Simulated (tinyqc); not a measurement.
From results back to parameters: three-band (Emery) model of a CuO2 plane downfolded to one band. Three cases, with inputs chosen for the exercise.

Problem. With d at 0, oxygen p at -D, hoppings tpd and tpp and k in pi/a: at (1,0) the bonding and antibonding levels are the roots of E (E + D) = 4 tpd^2, and at (1,1) the top level solves E (E + D - 4 tpp) = 8 tpd^2. The levels below come from hidden parameters.

Case 1.

levels at (1,0) (eV): bonding -4.72872, antibonding 1.92872

top level at (1,1) = 4.31111 eV

Case 2.

levels at (1,0) (eV): bonding -4.52800, antibonding 1.12800

top level at (1,1) = 2.52524 eV

Case 3.

levels at (1,0) (eV): bonding -3.20313, antibonding 1.40313

top level at (1,1) = 2.93873 eV

Find: D, tpd, tpp.

Solution. The sum of the roots is -D and their product -4 tpd^2; then tpp = (E + D - 8 tpd^2/E)/4.

Case 1.

D, tpd, tpp (eV): 2.80  1.51  0.72

Case 2.

D, tpd, tpp (eV): 3.40  1.13  0.47

Case 3.

D, tpd, tpp (eV): 1.80  1.06  0.42

Computed by tinyqc, one run a case: `OMP_NUM_THREADS=1 python tinyqc.py N N+1 out.jsonl` with N = 1480005, 1480203, 1480667; one thread of a shared Intel(R) Xeon(R) Processor @ 2.30GHz, about 0.03 s a run at most.
